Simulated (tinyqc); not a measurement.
Inside a calculation. Model: metal gate on a two-layer dielectric stack with fixed charge and a dipole.

Program tinyqc, `OMP_NUM_THREADS=1 python tinyqc.py 2010071 2010072 out.jsonl`; Intel Xeon 2.30GHz, shared host, one thread, about 0.01 s. Printed values are rounded.

Gate, layer 2, layer 1, p-type semiconductor; x runs from the gate inwards. Charges are counted in units of +q. psi is the band bending at the surface, positive towards inversion. Classical charge, Boltzmann statistics, no interface traps.

Values chosen for this exercise; band and dielectric values close to those of silicon, layer 1 close to aluminium oxide, layer 2 close to hafnium oxide: temperature T = 350 K; band gap Eg = 1.12 eV; relative permittivity eps_r = 11.6; conduction-band density of states at T Nc = 3.6e19 cm^-3; valence-band density of states at T Nv = 3.31e19 cm^-3; electron affinity chi = 4.12 eV; acceptor density Na = 6.7e16 cm^-3; work function of the gate metal pM = 4.06 eV; thickness of layer 1, next to the semiconductor t1 = 0.8 nm; relative permittivity of layer 1 e1 = 9.17; thickness of layer 2, next to the gate t2 = 5.5 nm; relative permittivity of layer 2 e2 = 21.4; fixed charge at the semiconductor interface Q1 = 1.1e11 cm^-2; fixed charge between the layers Q2 = 1.1e12 cm^-2; uniform charge density in layer 1 r1 = 0 cm^-3; uniform charge density in layer 2 r2 = 0 cm^-3; flat-band shift by a dipole layer between the layers Vd = 0 V; band bending psi of the working point ps = 0.665 V.

Constants: q = 1.602176634e-19 C, kB = 1.380649e-23 J/K, Vt = kB T/q, eps0 = 8.8541878128e-14 F/cm where lengths are in cm. Results are converted to the units shown.

## Equivalent thickness and work-function difference

EOT = 3.9 (t1/e1 + t2/e2), Cox = eps0/(t1/e1 + t2/e2); phi_ms = pM - (chi + Eg - Vt ln(Nv/Na)).

EOT = 1.342576 nm
Cox = 2.572020 uF/cm^2
share of layer 1 in the EOT = 25.34231 %
phi_ms = -0.9929256 V

## Flat-band voltage, term by term

EOT = 3.9 (t1/e1 + t2/e2), Cox = eps0/(t1/e1 + t2/e2); phi_ms = pM - (chi + Eg - Vt ln(Nv/Na)). Vfb = phi_ms + Vd - (q/eps0) [Q1 (t1/e1 + t2/e2) + Q2 t2/e2 + r1 (t1^2/(2 e1) + t1 t2/e2) + r2 t2^2/(2 e2)]: each charge counts with its electrical distance from the gate.

terms (V): phi_ms -0.9929256, dipole 0.0000000, Q1 -0.0068522, Q2 -0.0511568, r1 0.0000000, r2 0.0000000
Vfb = -1.050935 V

Apart from phi_ms the largest term is that of Q2, -51.2 mV; all charges and the dipole together move Vfb by -58.0 mV.

## Threshold voltage

ni = sqrt(Nc Nv) exp(-Eg/(2 Vt)), Eg in volts, pB = Vt ln(Na/ni), Vth = Vfb + 2 pB + sqrt(4 q eps0 eps_r Na pB)/Cox.

ni = 2.981399e11 cm^-3
pB = 0.3716590 V
depletion charge = 0.1280260 uC/cm^2
Vth = -0.2578400 V

## Charge in the semiconductor

ni = sqrt(Nc Nv) exp(-Eg/(2 Vt)), Eg in volts. Qs = -sign(psi) sqrt(2 q eps0 eps_r Na Vt [exp(-u) + u - 1 + (ni/Na)^2 (exp(u) - u - 1)]), u = psi/Vt.

Qs = -0.1185251 uC/cm^2

The surface is depleted or weakly inverted.

## Fields and voltage drops

Gauss: D = -Qs just inside the semiconductor; going towards the gate subtract q Q1, then q r1 t1, q Q2 and q r2 t2. Field = D/(eps0 e); the drop over a layer is its mean field times its thickness; Vg = phi_ms + Vd + psi + both drops.

```
place                        D (uC/cm^2)  field (MV/cm)
layer 2, gate side            -0.0753383     -0.0397606
layer 2, inner side           -0.0753383     -0.0397606
layer 1, outer side            0.1009011      0.1242734
layer 1, semiconductor side    0.1009011      0.1242734
semiconductor surface          0.1185251      0.1153994
```

drop over layer 2 = -0.02186834 V
drop over layer 1 = 0.009941869 V
Vg = -0.3398520 V

The same Vg follows from Vfb + psi - Qs/Cox. The largest field, 0.124 MV/cm in size, is at: layer 1, outer side.
